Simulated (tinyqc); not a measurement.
## Line constants from open and short measurements

Problem. A uniform line of length len, under a quarter wavelength, has Z_open = Zc coth(gamma len) and Z_short = Zc tanh(gamma len); gamma Zc = r + i w l and gamma/Zc = g + i w c, w = 2 pi f. Find r, l and c.

Inputs (values chosen for the exercise):
```
symbol  value  unit    meaning
len       2.4    mm     length
f        0.23   GHz  frequency
```

Zin with the far end open = 9.3348-2530.1454i ohm
Zin with the far end shorted = 12.824589+1.401166i ohm

Answer. The product of the two impedances is Zc^2 and their ratio tanh^2(gamma len); the principal branch holds below a quarter wavelength.

r = 5.342 ohm/mm
l = 0.4102 nH/mm
c = 113.9 pF/m

Numbers from tinyqc (`OMP_NUM_THREADS=1 python tinyqc.py 2810158 2810159 out.jsonl`; about 0.01 s on one thread of a shared Intel Xeon 2.30GHz).
